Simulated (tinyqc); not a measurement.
Vacuum evaporation: vapour pressure, source flux, thickness distribution, purity and step coverage: one step, computed by the program tinyqc. Command: `OMP_NUM_THREADS=1 python tinyqc.py 3113330 3113331 out.jsonl evap walk`. One thread of a shared host (Intel(R) Xeon(R) Processor @ 2.30GHz), about 0.01 s of CPU time with the checks.

Molecular flow, unit sticking of the metal, no re-evaporation. The background gas is taken as water vapour (18.015 g/mol, collision diameter 0.37 nm) at 300 K.

Problem. Vapour pressure and flux. log10(p_v/Pa) = A - B/T; flux from the surface Phi = p_v/sqrt(2 pi m k_B T), m = M u. Mass loss = Phi x area x m; heat of evaporation = ln(10) R B; d ln Phi/dT = ln(10) B/T^2 - 1/(2 T).

Inputs (values chosen for the exercise, modelled on aluminium, with constants for the liquid):
```
quantity                    value   unit
molar mass M                26.98  g/mol
vapour-pressure constant A  10.89      -
vapour-pressure constant B  16240      K
source temperature T         1550      K
source area                   6.7   cm^2
```

Constants: u = 1.6605390666e-27 kg; k_B = 1.380649e-23 J/K; R = 8.314462618 J/(mol K).

Give: vapour pressure p_v; flux Phi; mass loss; heat of evaporation; change of flux per kelvin.

Solution.

vapour pressure p_v = 2.586 Pa

flux Phi = 3.331e+18 1/(cm^2 s)

mass loss = 3.600 g/h

heat of evaporation = 310.9 kJ/mol

change of flux per kelvin = 1.524 %/K

Holding the rate to 1 % needs the temperature to about 0.66 K.
